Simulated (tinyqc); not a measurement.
Two-step dopant diffusion (predeposition and drive-in) with a constant diffusivity: one step, computed by the program tinyqc. Command: `OMP_NUM_THREADS=1 python tinyqc.py 3002555 3002556 out.jsonl dopdiff walk`. One thread of a shared host (Intel(R) Xeon(R) Processor @ 2.30GHz), about 0.06 s of CPU time with the checks.

Fick diffusion into a half space x > 0 whose background doping C_B is of the opposite type, so that a junction lies where C = C_B.

Question. Thermal budget with ramps. D = D0 exp(-E/(k_B T)). Temperatures in kelvin are T(C) + 273.15. One ramp between the stand-by temperature and T2 adds int D dT / rate (40-point Gauss-Legendre); the usual estimate counts it as an extra time k_B T2^2/(E rate) at T2. (Dt)2 = D2 t2 + two ramps, times in seconds.

Inputs (values chosen for the exercise, modelled on aluminium in silicon):
```
quantity                      value    unit
prefactor D0                   1.13  cm^2/s
activation energy E            3.38      eV
predeposition temperature T1   1025       C
drive-in temperature T2        1125       C
drive-in time t2                240     min
ramp rate                        10   C/min
stand-by temperature            700       C
```

Furnace ramps of the drive-in: linear ramps.

D2 = 7.404816e-13 cm^2/s

Constants: k_B = 8.617333262e-05 eV/K.

Give: budget of one ramp; estimated extra time of one ramp; drive-in budget (Dt)2.

Answer.

budget of one ramp = 2.0712e-10 cm^2

estimated extra time of one ramp = 4.9838 min

drive-in budget (Dt)2 = 1.1077e-08 cm^2

The integral equals 4.66 min at T2, against the estimate 4.98 min; both ramps make 3.7 % of the budget.
